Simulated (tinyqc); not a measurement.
## Coupling ratio and rate constant from the late transient

Question. Long after the knee a floating-gate cell follows U = Vg - (tox/ag) B/ln(K t). Find K and ag.

Parameters, values chosen for the exercise:
- tox = 7.5 nm (tunnel oxide thickness)
- Vg = 10.5 V (control-gate voltage)

U at t = 0.004 and 0.4 s (V): 0.66338307  2.0721319
B = 25.655040 V/nm

Answer. 1/(Vg - U) is linear in ln t; the ratio of the two values gives ln(K t_a), and either value gives ag.

K = 2.31e14 1/s
ag = 0.710

tinyqc, about 0.01 s, one thread, Intel Xeon 2.30GHz (shared host): `OMP_NUM_THREADS=1 python tinyqc.py 2130056 2130057 out.jsonl`
